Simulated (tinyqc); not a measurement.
Polytypes and stacking faults of a tetrahedral semiconductor in an axial Ising model with couplings up to third neighbours: one step, computed by the program tinyqc. Command: `OMP_NUM_THREADS=1 python tinyqc.py 3018119 3018120 out.jsonl polytype walk`. One thread of a shared host (Intel(R) Xeon(R) Processor @ 2.30GHz), about 0.01 s of CPU time with the checks.

Each double layer has s = +1 or -1 for the sense of its stacking step; E per pair of atoms = E0 - sum_n J_n <s_i s_(i+n)>, n = 1, 2, 3. Hexagonality h = (1 - <s_i s_(i+1)>)/2.

Question. Splitting of a basal screw dislocation. Screw line, bounded by the intrinsic fault of energy gamma: b = a, partials b_p = a/sqrt 3; d = G b_p^2 (2 - 3 nu)/(8 pi gamma (1 - nu)). One partial is driven off by the shear stress gamma/b_p along its Burgers vector.

Inputs (values chosen for the exercise, for a model crystal): basal lattice constant a = 3.82 angstrom; shear modulus G = 32.3 GPa; Poisson ratio nu = 0.28.

Host polytype: 3C.

energy of the glide fault, intrinsic = 13.20902 mJ/m^2

Give: splitting width d; stress to open the fault.

Answer.

splitting width d = 7.625 nm

stress to open the fault = 59.89 MPa
